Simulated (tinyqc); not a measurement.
Random telegraph noise from one oxide trap in a small MOSFET: one step of the calculation.

An acceptor-like trap exchanges electrons with the channel. Inversion charge Q = Cox u, u = n Vt W0(exp((Vg - VT)/(n Vt))), W0 the Lambert function, n = nf, Cox = eps0 eox/tox; linear regime Id = (W/L) mu Q Vd. Relative to threshold the surface potential rises by Vt ln(u/u0) and the oxide voltage by the rest of Vg - VT, with u0 = n Vt W0(1).

Task. Step height. A = W L; threshold step dV = q (1 - xt/tox)/(Cox A); gm/Id = 1/(u + n Vt); relative step dI/I = (gm/Id) dV + asc mu/A. Id as defined.

Values chosen for this exercise; values of the order met in silicon transistors:
```
symbol    value        unit                                                                 meaning
T           300           K                                                             temperature
eox        9.11              relative permittivity of the gate insulator (close to aluminium oxide)
tox         3.3          nm                                                     insulator thickness
xt          1.6          nm                            depth of the trap from the channel interface
nf         1.09                                                                         body factor
W            45          nm                                                              gate width
L            23          nm                                                             gate length
mu          130  cm^2/(V s)                                                                mobility
asc     1.8e-15         V s                              scattering coefficient of the charged trap
Vd         0.05           V                                                           drain voltage
```

Constants: q = 1.602176634e-19 C, kB = 1.380649e-23 J/K, Vt = kB T/q, eps0 = 8.8541878128e-14 F/cm where lengths are in cm. Results are converted to the units shown.

u = 0.45181257 V
N = 6.8928858e12 cm^-2

Wanted: electrons in the channel N A; dV; gm/Id; number part of dI/I; dI/I; Id; dI.

Result.

electrons in the channel N A = 71.341
dV = 3.2625 mV
gm/Id = 2.0834 1/V
number part of dI/I = 0.67970 %
dI/I = 2.9406 %
Id = 14.045 uA
dI = 412.99 nA

Range of the model: VT is taken as given; short-channel effects and the uneven flow of current among few electrons are left out.

Computed by the program tinyqc: `OMP_NUM_THREADS=1 python tinyqc.py 2710032 2710033 out.jsonl`, one thread of a shared Intel Xeon 2.30GHz, about 0.01 s for the whole run.
